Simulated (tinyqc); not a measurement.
Changing the temperature T: Bloch-Grueneisen resistivity of a metal. Computed by tinyqc, a small Python program. Command: `OMP_NUM_THREADS=1 python tinyqc.py 3006005 3006006 out.jsonl bg sweep`. One thread of a shared host (Intel(R) Xeon(R) Processor @ 2.30GHz), about 0.01 s of CPU time with the checks.

Electrons scatter from a Debye spectrum of phonons (n = 5 for scattering within one band, n = 3 for scattering into a second, heavy band) and from static defects.

Inputs (values chosen for the exercise, modelled on platinum):
```
quantity,value,unit
exponent n,3,-
Debye temperature Theta,223,K
transport coupling lambda_tr,0.51,-
Drude plasma energy hbar w_p,7,eV
residual resistivity rho_0,0.014,microohm cm
```

Addition: none.

Constants: k_B = 1.380649e-23 J/K; hbar = 1.054571817e-34 J s; eps_0 = 8.8541878128e-12 F/m; hbar = 6.582119569e-16 eV s; k_B = 8.617333262e-05 eV/K.

Method:
- rho_ph = (n - 1) rho_1 (T/Theta)^n J_n(Theta/T), with rho_1 = 2 pi lambda_tr k_B Theta/(hbar eps_0 w_p^2), the high-temperature line at T = Theta.
- J_n(y) = int_0^y x^n e^x/(e^x - 1)^2 dx, by 96 Gauss-Legendre points (upper limit at most 60).
- Matthiessen's rule: rho = rho_0 + rho_ph.
- Temperature coefficient (1/rho) d rho/dT by a central difference of +/- 0.5 K; residual ratio rho(295 K)/rho(4.2 K); scattering time tau = 1/(eps_0 w_p^2 rho); Wiedemann-Franz kappa = L_0 T/rho, L_0 = (pi^2/3)(k_B/e)^2.

One run for each value:
```
temperature T (K),resistivity rho (microohm cm),phonon resistivity rho_ph (microohm cm),temperature coefficient (1e-3/K),Wiedemann-Franz conductivity (W/(m K))
10,2.6152e-02,1.2152e-02,139.51,934.16
16,6.3753e-02,4.9753e-02,146.14,613.12
27,2.4611e-01,2.3211e-01,98.77,268.01
45,8.7011e-01,8.5611e-01,48.70,126.35
74,2.2198e+00,2.2058e+00,21.66,81.44
120,4.3933e+00,4.3793e+00,10.51,66.73
200,7.9760e+00,7.9620e+00,5.49,61.26
330,1.3580e+01,1.3566e+01,3.14,59.37
550,2.2898e+01,2.2884e+01,1.84,58.68
900,3.7622e+01,3.7608e+01,1.12,58.44
```

Over the rows, resistivity rho (microohm cm) rises from 0.0262 to 37.6 (exponent d ln y / d ln x 1.9 between the first rows and 1.0 between the last); phonon resistivity rho_ph (microohm cm) rises from 0.0122 to 37.6 (exponent d ln y / d ln x 3.0 between the first rows and 1.0 between the last); temperature coefficient (1e-3/K) goes from 140 through a maximum among these rows, 146 at 16.0, to 1.12. At the high end the exponent of phonon resistivity rho_ph is 1.01, close to 1: the linear law of classical vibrations.

Caution (rows 10.0, 16.0, 27.0, 45.0, 74.0, 120): below about Theta/2 small-angle phonon scattering degrades heat flow more than charge flow, so a thermal conductivity taken from rho by the Wiedemann-Franz law would be too high.

Extremes, crossings and ranges named in words are read from the listed rows.
